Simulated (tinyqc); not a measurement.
Two-diode model of a solar cell: two steps of the calculation.

J is the current delivered and Vj = V + J Rs the junction voltage. J = X JL - J01 (exp(Vj/(n1 Vt)) - 1) - J02 (exp(Vj/(2 Vt)) - 1) - Vj/Rp. The photocurrent does not depend on voltage.

Values chosen for this exercise; values of the order met in cells of a lead-halide perovskite:
- T = 300 K (temperature)
- JL = 19.9 mA/cm^2 (photocurrent at one sun)
- X = 0.3 suns (concentration)
- J01 = 1e-20 A/cm^2 (saturation current of the first diode)
- n1 = 1 (ideality factor of the first diode)
- Rs = 0.092 ohm cm^2 (series resistance)
- Rp = 300 ohm cm^2 (shunt resistance)
- Pin = 100 mW/cm^2 (incident power at one sun)
- J02 = 3.4e-12 A/cm^2 (saturation current of the second diode (ideality 2))

Constants: q = 1.602176634e-19 C, kB = 1.380649e-23 J/K, Vt = kB T/q. Results are converted to the units shown.

Task 1. New Vj. Open circuit: J(Vj) = 0. G = -dJ/dVj = J01 exp(Vj/(n1 Vt))/(n1 Vt) + J02 exp(Vj/(2 Vt))/(2 Vt) + 1/Rp. Vj(new) = Vj + J/G.

Vj at the start = 1.0581403 V

Find: J; G; Vj after iteration 1.

Result 1.

J = -6.154 mA/cm^2
G = 0.2851 S/cm^2
Vj after iteration 1 = 1.037 V

Task 2. Figures of merit. Jsc at V = 0, Voc at J = 0, the maximum power point where J (1 + 2 Rs G) = G Vj with G = -dJ/dVj; FF = Vmp Jmp/(Voc Jsc); efficiency Vmp Jmp/(X Pin). Empirical fill factor without parasitics FF0 = (v - ln(v + 0.72))/(v + 1), v = Voc/(n1 Vt).

Find: Jsc; Voc; Vmp; Jmp; FF; efficiency; FF0.

Result 2.

Jsc = 5.9682 mA/cm^2
Voc = 1.0194 V
Vmp = 0.82230 V
Jmp = 3.1998 mA/cm^2
FF = 0.43250
efficiency = 8.7705 %
FF0 = 0.88393

FF is 51 % below FF0. Removing one loss at a time changes the efficiency by: shunt +8.91, second diode +0.12, series resistance +0.00 points.

Computed by the program tinyqc: `OMP_NUM_THREADS=1 python tinyqc.py 2280028 2280029 out.jsonl`, one thread of a shared Intel Xeon 2.30GHz, about 0.01 s for the whole run.
